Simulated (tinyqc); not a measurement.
Worked calculation: equilibrium and kinetic segregation of a solute to boundaries and growing surfaces. Computed by tinyqc, a small Python program that keeps every step. Command: `OMP_NUM_THREADS=1 python tinyqc.py 3031585 3031586 out.jsonl segreg walk`. One thread of a shared host (Intel(R) Xeon(R) Processor @ 2.30GHz), about 0.01 s of CPU time with the checks. Intermediate numbers are printed to about 6 digits and carried at full precision; extremes and crossings named in words are read from the listed rows.

Inputs (values chosen for the exercise, modelled on phosphorus in polycrystalline silicon):
```
quantity                               value          unit
segregation energy Q                   0.442            eV
interaction z w (positive attracts)     0.22            eV
total solute fraction x0             0.00012             -
temperature T                           1275             K
grain size d                            1000            nm
boundary thickness delta                0.35            nm
atomic volume Omega                    20.02    angstrom^3
clean boundary energy gamma_0            0.4         J/m^2
bulk diffusivity D                   1.1e-19         m^2/s
anneal time t                           9900             s
exchange barrier E_b                     1.5            eV
surface segregation energy E_s          0.26            eV
growth temperature T_g                   790             K
growth rate                             0.31  monolayers/s
mixing                                   0.5             -
```

Isotherm: Fowler-Guggenheim.

Constants: k_B = 8.617333262e-05 eV/K; 1 eV/angstrom^2 = 16.02176634 J/m^2.

## Coverage for very large grains, by iteration

With theta the solute fraction on boundary sites and x that in the grains, theta/(1 - theta) = [x/(1 - x)] exp[(Q + z w theta)/(k_B T)]. The coverage theta_inf is that for x = x0. Start at theta = 0; theta(new) = theta + mixing (theta(out) - theta); stop below 1e-10, 80 steps at most.

Iteration:
```
step    theta in   theta out     out - in
1     0.00000000  0.00665970  6.65970e-03
2     0.00332985  0.00670395  3.37410e-03
3     0.00501690  0.00672648  1.70958e-03
4     0.00587169  0.00673793  8.66237e-04
5     0.00630481  0.00674374  4.38925e-04
6     0.00652427  0.00674668  2.22407e-04
...          ...         ...          ...
23    0.00674970  0.00674970  2.12855e-09
24    0.00674970  0.00674970  1.07856e-09
25    0.00674970  0.00674970  5.46521e-10
26    0.00674970  0.00674970  2.76929e-10
27    0.00674970  0.00674970  1.40323e-10
28    0.00674970  0.00674970  7.11034e-11
```

coverage theta_inf = 0.00674970

last residual = 7.11034e-11

Converged; without interaction theta would be 0.0067.

## Depletion of small grains

Finite grains: boundary sites are the fraction f = 3 delta/d, and x0 = (1 - f) x + f theta; solve both equations for theta; share at boundaries = f theta/x0.

site fraction f = 0.00105

coverage theta = 0.00637735

fraction x left in the grains = 1.13423e-04

share of solute at boundaries = 5.58018 %

enrichment theta/x = 56.2263

6 % of the solute sits at boundaries; for a dopant that share is electrically lost.

## Boundary energy

Gibbs adsorption for this isotherm in a dilute matrix: gamma = gamma_0 + Gam_0 [k_B T ln(1 - theta) + z w theta^2/2], Gam_0 = delta/Omega sites per area.

Gam_0 = 17.4825 1/nm^2

boundary energy gamma = 0.398044 J/m^2

Segregation lowers gamma by 0.49 %, and the driving force of grain growth with it.

## How fast the boundary fills

McLean kinetics from a uniform start, fed from both sides, with a constant enrichment beta = theta_inf/x0: (theta - x0)/(theta_inf - x0) = 1 - exp(s^2) erfc(s), s = 2 sqrt(D t)/(beta delta); half filling at s = 0.7691, t = (0.7691 beta delta/2)^2/D. D is an input and does not follow T.

s = 3.35253

degree of filling = 0.838372

time to half filling = 521.022 s

diffusion length sqrt(D t) = 33 nm

## Segregation at a growing surface

Two-state exchange during growth, dilute: jump up r_u = nu exp(-E_b/(k_B T_g)), jump back r_d = r_u exp(-E_s/(k_B T_g)), nu = 1e13 1/s. In the time 1/R of one monolayer the share carried up is p = [r_u/(r_u + r_d)] [1 - exp(-(r_u + r_d)/R)]; the tail decays as p^n, length -1/ln p monolayers; the equilibrium limit has p = r_u/(r_u + r_d).

r_u = 2696.50 1/s

r_d = 59.1752 1/s

share carried up p = 0.978526

decay length = 46.0663 monolayers

Exchange is fast against growth: the equilibrium regime, where heating shortens the tail.

## Tail length against growth temperature

The formulas are those given above.

Exchange model:
```
T_g (K)        r_u/R         p  length (monolayers)  equilibrium limit
481      6.19547e-03  0.006176          1.96578e-01            530.413
515      6.75574e-02  0.065320          3.66507e-01            350.730
543      3.86011e-01  0.320013          8.77661e-01            259.412
571      1.85905e+00  0.841374          5.78976e+00            197.660
593      5.76055e+00  0.990847          1.08749e+02            162.562
616      1.72366e+01  0.992594          1.34522e+02            134.522
649      7.25205e+01  0.990519          1.04975e+02            104.975
700      5.11816e+02  0.986748          7.49580e+01             74.958
783      7.14317e+03  0.979232          4.76491e+01             47.649
```

The length peaks among these rows at 616 K with 135 monolayers. Below, exchange freezes (r_u/R = 0.0062 in the first row); above, the length follows the equilibrium limit, about exp(E_s/(k_B T)), down to 47.6.

## Coverage against grain size

The formulas are those given above.

At T:
```
d (nm)       theta  x in the grains  share at boundaries (%)
15      0.00138529      2.47631e-05                  80.8086
30      0.00229735      4.10287e-05                  67.0061
60      0.00342598      6.11148e-05                  49.9622
120     0.00454331      8.09544e-05                  33.1283
250     0.00547275      9.74236e-05                  19.1546
500     0.00604415      1.07533e-04                  10.5773
1000    0.00637735      1.13423e-04                   5.5802
5000    0.00667177      1.18624e-04                   1.1676
```

From the largest grains to the smallest the share at boundaries rises from 1.2 to 81 %, and x/x0 falls to 0.21. In the dilute limit x/x0 = 1/(1 - f + f exp(Q/(k_B T))), which gives 0.21 at 15 nm.

Checks made by the program: mass balance (relative difference below 1e-10).
